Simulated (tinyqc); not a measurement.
# From T_c back to z J_AB

Model: two-sublattice mean-field magnet: ferrimagnet, compensation points and susceptibility. Computed by tinyqc, a small Python program. Command: `OMP_NUM_THREADS=1 python tinyqc.py 3016840 3016841 out.jsonl ferri inv`. One thread of a shared host (Intel(R) Xeon(R) Processor @ 2.30GHz), about 0.02 s of CPU time with the checks.

A random alloy A(1-x)B(x) with H = -sum over pairs J S_i.S_j. a = <S_A> and b = <S_B> are taken along z, a > 0. Exchange fields: h_A = (1 - x) zJ_AA a + x zJ_AB b, h_B = (1 - x) zJ_AB a + x zJ_BB b; a = S_A B_(S_A)(S_A h_A/(k_B T)) and likewise for b, with the Brillouin function B_S(y) = [(2S + 1)/(2S)] coth[(2S + 1) y/(2S)] - [1/(2S)] coth[y/(2S)].

Inputs (values chosen for the exercise, for a model ferrimagnet):
```
quantity               value  unit
spin S_A                 1.5     -
spin S_B                 2.5     -
fraction x of B sites   0.43     -
z J_AA                  30.4   meV
z J_BB                     3   meV
T over T_c              0.55     -
```

Constants: k_B = 8.617333262e-05 eV/K.

Method. Linearised, T (a, b) = M (a, b) with M_ij = S_i (S_i + 1) c_j zJ_ij/(3 k_B), c_A = 1 - x, c_B = x. T_c is the larger eigenvalue, and its eigenvector gives b/a at onset, (T_c - M_AA)/M_AB.

Problem. A run gave the result below. Find the z J_AB, known to lie between -20 and -8.8 meV.

T_c = 299.7619 K

Solution.

Each step takes the trial c = (a f_b - b f_a)/(f_b - f_a), f being the result less the target; c replaces end b, the old b replaces a if the sign of f changed, and otherwise f_a is halved.

Scan of the range:
```
z J_AB (meV)  T_c (K)
-20.0         390.239
-18.1         371.577
-16.3         354.283
-14.4         336.550
-12.5         319.515
-10.7         304.228
-8.8          289.292
```

False position (Illinois rule) inside the bracket:
```
step     end a     end b     trial  T_c (K)
1     -10.7000   -8.8000  -10.1319  299.616
2     -10.7000  -10.1319  -10.1666  299.895
3     -10.1319  -10.1666  -10.1500  299.762
4     -10.1666  -10.1500  -10.1500  299.762
```

T_c falls at every point of a 13-point scan of the range (every second point is shown), so one value fits; it is bracketed by -10.7 and -8.80. Answer: z J_AB = -10.15 meV.
